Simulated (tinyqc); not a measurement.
Interface traps from C-V curves, high-low and Terman methods: one step of the calculation.

MOS capacitor on an n-type substrate; psi is the band bending, negative in depletion; only majority carriers are counted. At the bending psi the Fermi level lies y = xi - psi below the conduction edge at the surface, xi = Vt ln(Nc/Nd). Dit(y) = D0 + D1 exp(-y/E1); traps fill up to the Fermi level, follow the bias and a slow signal, and do not follow a fast one. V is the gate voltage from flat band.

Task. The curves. Cox = 3.9 eps0/EOT, LD = sqrt(eps0 eps_r Vt/(q Nd)), u = psi/Vt, Cd = (eps0 eps_r/(sqrt(2) LD)) |exp(u) - 1|/sqrt(exp(u) - u - 1). Ideal V0 = psi - sqrt(2) (eps0 eps_r Vt/LD) sqrt(exp(u) - u - 1)/Cox for psi < 0; the traps add dV = (q/Cox) times the integral of Dit from 0 to psi = (q/Cox) [D0 psi + D1 E1 exp(-xi/E1) (exp(psi/E1) - 1)]. 1/C_HF = 1/Cox + 1/Cd, 1/C_LF = 1/Cox + 1/(Cd + q Dit). Take n equally spaced psi from pa to pb.

Values chosen for this exercise; band and dielectric values close to those of gallium nitride: temperature T = 300 K; relative permittivity eps_r = 9.56; conduction-band density of states at T Nc = 2.33e18 cm^-3; donor density Nd = 7.2e16 cm^-3; equivalent oxide thickness EOT = 19 nm; trap density far from the band edge D0 = 2.1e11 cm^-2 eV^-1; band-tail density at the conduction edge D1 = 7.4e12 cm^-2 eV^-1; decay energy of the tail E1 = 0.16 eV; points n = 7; deepest band bending pa = -0.9 V; shallowest band bending pb = -0.039 V.

Constants: q = 1.602176634e-19 C, kB = 1.380649e-23 J/K, Vt = kB T/q, eps0 = 8.8541878128e-14 F/cm where lengths are in cm. Results are converted to the units shown.

Wanted: psi; y; Dit; V0; V; C_HF; C_LF; Cox.

Result.

| point | psi (V) | y (eV) | Dit (cm^-2 eV^-1) | V0 (V) | V (V) | C_HF (nF/cm^2) | C_LF (nF/cm^2) |
|---|---|---|---|---|---|---|---|
| 0 | -0.9000 | 0.9899 | 2.252e11 | -1.619 | -2.379 | 52.96 | 68.84 |
| 1 | -0.7565 | 0.8464 | 2.473e11 | -1.414 | -2.144 | 56.38 | 72.77 |
| 2 | -0.6130 | 0.7029 | 3.015e11 | -1.202 | -1.898 | 60.72 | 78.92 |
| 3 | -0.4695 | 0.5594 | 4.343e11 | -0.982 | -1.632 | 66.51 | 89.02 |
| 4 | -0.3260 | 0.4159 | 7.600e11 | -0.747 | -1.325 | 74.95 | 105.1 |
| 5 | -0.1825 | 0.2724 | 1.559e12 | -0.487 | -0.926 | 89.51 | 127.4 |
| 6 | -0.0390 | 0.1289 | 3.517e12 | -0.145 | -0.281 | 124.6 | 152.8 |

Cox = 181.7 nF/cm^2

At the deepest bending the traps stretch the gate voltage from -1.62 to -2.38 V.

Range of the model: Traps more than about 25 kB T below the conduction edge emit electrons too slowly to follow an ordinary sweep, so the deepest points are idealised.

Program tinyqc, `OMP_NUM_THREADS=1 python tinyqc.py 2030007 2030008 out.jsonl`; Intel Xeon 2.30GHz, shared host, one thread, about 0.01 s.
